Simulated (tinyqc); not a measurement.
Formation energy of a charged point defect from supercell energies: one step, computed by the program tinyqc. Command: `OMP_NUM_THREADS=1 python tinyqc.py 3026393 3026394 out.jsonl formation walk`. One thread of a shared host (Intel(R) Xeon(R) Processor @ 2.30GHz), about 0.01 s of CPU time with the checks.

The host is a compound AB. Making the defect adds n_A = -1, n_B = 0, n_X = 1 atoms to the cell. All total energies are inputs. E_F is counted from the valence-band maximum (VBM); x = 0 is A-rich and x = 1 B-rich growth.

Question. Formation energies at E_F = 0. E_f(q, E_F) = [E(defect, q) - E(host)] - sum n_i mu_i + q (E_VBM + dV + E_F) + E_corr(q).

Inputs (values chosen for the exercise, with gap and screening modelled on CdTe):
```
quantity                 value      unit
gap E_g                   1.51        eV
E_VBM of the host cell   1.611        eV
potential alignment dV    0.11        eV
dielectric constant eps     10         -
cell length L             21.2  angstrom
```

Defect: impurity X on an A site. Supercell lattice: bcc.

charge states q: 0  -1  -2  -3

E(defect, q) - E(host), in the order of q (eV): 5.659  7.776  10.005  12.232

sum n_i mu_i = 2.625 eV

E_corr (eV): (q=0) 0.0000000, (q=-1) 0.0980963, (q=-2) 0.3923852, (q=-3) 0.8828666

Give: E_f(q, 0).

Answer.

E_f(q, 0) (eV): (q=0) 3.034, (q=-1) 3.528, (q=-2) 4.330, (q=-3) 5.327

Caution: the largest image-charge correction in these energies, q^2 alpha e^2/(8 pi eps_0 eps L) with alpha = 2.888462, exceeds a quarter of the gap; the point-charge term alone is then a rough estimate, usually too large for a charge that is spread out.
